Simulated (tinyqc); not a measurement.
What moves the results: six-band Luttinger-Kohn model with strain. A value that a table varies takes the place of the one given here.

Six-band Luttinger-Kohn model in the basis |3/2,3/2>, |3/2,1/2>, |3/2,-1/2>, |3/2,-3/2>, |1/2,1/2>, |1/2,-1/2>, electron energies, zero at the top of the unstrained valence band. H = -[rows: (P+Q, -S, R, 0, -S/r2, r2 R); (-S*, P-Q, 0, R, -r2 Q, r32 S); (R*, 0, P-Q, S, r32 S*, r2 Q); (0, R*, S*, P+Q, -r2 R*, -S*/r2); (-S*/r2, -r2 Q, r32 S, -r2 R, P+Dso, 0); (r2 R*, r32 S*, r2 Q, -S/r2, 0, P+Dso)], r2 = sqrt(2), r32 = sqrt(3/2). Levels are twofold.

P = c g1 k^2 - av tr(e); Q = c g2 (kx^2 + ky^2 - 2 kz^2) - (b/2)(exx + eyy - 2 ezz); R = c sqrt3 [-g2 (kx^2 - ky^2) + 2i g3 kx ky] + (sqrt3/2) b (exx - eyy) - i d exy; S = 2 c sqrt3 g3 (kx - i ky) kz - d (exz - i eyz); c = hbar^2/2m0, e the strain tensor (not engineering shear).

s11 = (C11 + C12)/((C11 - C12)(C11 + 2 C12)), s12 = -C12/((C11 - C12)(C11 + 2 C12)), s44 = 1/C44; exx = s11 sxx + s12 (syy + szz) and cyclic, exy = s44 sxy/2; tension is positive. A uniaxial stress X along the unit vector n is s_ij = X n_i n_j.

Constants: hbar^2/2m0 = 3.80998211 eV angstrom^2.

Parameters, chosen for this exercise (near those of InP; not measured data): Dso = 0.109 eV (spin-orbit splitting); g1 = 5.07 (Luttinger gamma1); g2 = 1.6 (gamma2); g3 = 2.1 (gamma3); av = 0.6 eV (valence hydrostatic potential); b = -1.98 eV (tetragonal shear potential); d = -5.04 eV (trigonal shear potential); C11 = 101.1 GPa; C12 = 56.3 GPa; C44 = 45.8 GPa; load = uniaxial [100] (kind of stress); X1 = 0.9 GPa (size of the stress); E_h = 40 meV (hole energy below the top); X = -2.07 GPa (stress).

## Sweep of a uniaxial [100] stress

Edges at k = 0 and curvature masses of the top pair along [110] and [001] (step 0.0002 1/angstrom); at zero stress the top is fourfold and has no single curvature.

Edges and masses:
```
X (GPa)  top (eV)  second (eV)  third (eV)  splitting (meV)  m [110]  m [001]
-2.10      0.1516      -0.0987     -0.1796            250.3    0.151    0.503
-1.40      0.0948      -0.0658     -0.1498            160.6    0.152    0.478
-0.70      0.0415      -0.0329     -0.1235             74.4    0.156    0.418
0.00       0.0000       0.0000     -0.1090              0.0        -        -
0.70       0.0329      -0.0094     -0.1266             42.3    0.234    0.150
1.40       0.0658       0.0091     -0.1721             56.7    0.234    0.150
2.10       0.0987       0.0365     -0.2265             62.2    0.234    0.150
```

What can be read from the table?

The splitting reaches 250.3 meV under compression and 62.2 meV under the same tension; linear shear terms alone would make the two equal, and the difference comes from the coupling to the split-off band. At the ends of the sweep the top pair has a mass along [110] of 0.151 under compression and 0.234 under tension, so compression gives the lighter holes along [110]; along [001] it has 0.503 and 0.150. The top edge itself moves by +152 and +99 meV. The ends of the sweep mean strains up to 3.5 %, beyond the range of linear deformation potentials.

## Which stress helps holes along [110]

Each load has size X1 (biaxial: sxx = syy); masses are curvatures of the top pair at k = 0.

Results:
```
load                         splitting (meV)  top edge (meV)  m [110]  m [001]
uniaxial [110], compression             75.1            41.8    0.086    0.439
uniaxial [110], tension                 45.1            35.2    0.720    0.123
uniaxial [100], compression             98.4            56.1    0.155    0.441
uniaxial [100], tension                 48.1            42.3    0.234    0.150
uniaxial [111], compression             68.2            37.1    0.117    0.197
uniaxial [111], tension                 40.4            31.1    0.337    0.197
biaxial (001), compression              48.1            34.7    0.150    0.535
biaxial (001), tension                  98.4            63.7    0.441    0.094
```

What can be read from the table?

The lightest mass along [110] (0.086) comes with uniaxial [110], compression. The largest splitting (98.4 meV) comes with uniaxial [100], compression; biaxial (001), tension. The heaviest mass along [001] (0.535), which lowers the confinement energy in a (001) channel, comes with biaxial (001), compression. The splitting per GPa follows b (s11 - s12) for loads along cube axes and d s44 for [111]: here 2 |b| (s11 - s12) = 88.4 and |d| s44/sqrt3 = 63.5 meV per GPa in the limit of large Dso; where the splitting nears Dso, mixing with the split-off band makes it depend on the sign of the load.

## Warping of the constant-energy contours (six-band Luttinger-Kohn model)

No strain (e = 0). In the plane kz = 0, |k| where the top and second pairs lie E_h below the top, against the angle from [100]; m = c k^2/E_h.

Contours:
```
angle (degrees)  k top (1/angstrom)  k second (1/angstrom)  m top (m0)  m second (m0)
0                            0.0749                 0.0385       0.535          0.141
9                            0.0767                 0.0384       0.560          0.141
18                           0.0822                 0.0383       0.643          0.139
27                           0.0922                 0.0381       0.809          0.138
36                           0.1065                 0.0379       1.080          0.137
45                           0.1156                 0.0379       1.273          0.137
```

How do the results move?

The heavy contour reaches 1.543 times as far along [110] as along [100], the light one 0.984 times. The warping follows g3 - g2 = 0.50 and would vanish for g2 = g3. Along [100] the heavy mass is 1/(g1 - 2 g2) = 0.535 at any energy, while the light one is 0.1411, against 1/(g1 + 2 g2) = 0.1209 at the edge, for E_h/Dso = 0.37.

## What each parameter does

Edges at k = 0 under a uniaxial [100] stress X and the curvature mass of the top pair along [110] (step 0.0002 1/angstrom). Each row changes one parameter from the base and keeps the others.

Results:
```
case              top (eV)  second (eV)  third (eV)  mass (m0)
base                0.1491      -0.0973     -0.1782      0.151
g3 = 1.68           0.1491      -0.0973     -0.1782      0.151
av = 0.72 eV        0.1479      -0.0985     -0.1794      0.151
C12 = 45.04 GPa     0.1133      -0.0796     -0.1622      0.152
Dso = 0.131 eV      0.1451      -0.0973     -0.1962      0.152
X = -2.484 GPa      0.1833      -0.1168     -0.1965      0.151
g1 = 4.056          0.1491      -0.0973     -0.1782      0.179
C11 = 121.32 GPa    0.0956      -0.0683     -0.1522      0.152
```

How do the results move?

The largest shifts from the base row, up to three for each result and ties (the steps differ in size, so this ranks the rows, not the parameters). top (eV): C11 -0.0535, C12 -0.0358, X +0.0342; unchanged at the printed digits by g3 and g1. second (eV): C11 +0.0290, X -0.0195, C12 +0.0177; unchanged at the printed digits by g3, Dso and g1. third (eV): C11 +0.0261, X -0.0183, Dso -0.0180; unchanged at the printed digits by g3 and g1. mass (m0): g1 +0.027, C11 +0.001, C12 +0.001; unchanged at the printed digits by g3, av and X. The Luttinger parameters multiply k^2 and cannot move the edges; av shifts all edges alike and leaves the mass.

Program tinyqc; command `OMP_NUM_THREADS=1 python tinyqc.py 1051391 1051392 out.jsonl`; about 0.05 s on one thread of a shared Intel(R) Xeon(R) Processor @ 2.30GHz.
